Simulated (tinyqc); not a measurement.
Deep trap from a strong local potential in a two-band host (Koster-Slater model with semi-elliptic bands): one step, computed by the program tinyqc.

The valence band spans -2 W_v to 0 and the conduction band E_g to E_g + 2 W_c. The orbital at the impurity site has weight f_v in the valence band and 1 - f_v in the conduction band, each spread as a semi-ellipse (2/(pi W^2)) sqrt(W^2 - x^2) about the band centre. The impurity adds U to this orbital. Spin is left out.

Task: Levels of the small matrix. Diagonalise H (2n rows). The trap level, between the highest valence and the lowest conduction e_k, is number n + 1 from below for an attractive impurity and number n for a repulsive one.

Impurity: repulsive, acceptor-like.

H (eV), lower triangle (symmetric):
```
         1         2         3         4         5         6        7        8
1  0.23897
2  1.93174  -0.32930
3  1.93174   3.12562  -3.41947
4  1.19388   1.93174   1.93174  -7.85120
5  1.12427   1.81911   1.81911   1.12427  11.24397
6  1.81911   2.94339   2.94339   1.81911   1.71305  11.55702
7  1.81911   2.94339   2.94339   1.81911   1.71305   2.77178  9.82653
8  1.12427   1.81911   1.81911   1.12427   1.05872   1.71305  1.71305  6.71348
```

Give: levels; trap level of the matrix.

Result:

levels (eV): -8.72  -5.51  -1.97  0.61  5.93  7.88  9.87  19.89

trap level of the matrix = 0.6130 eV
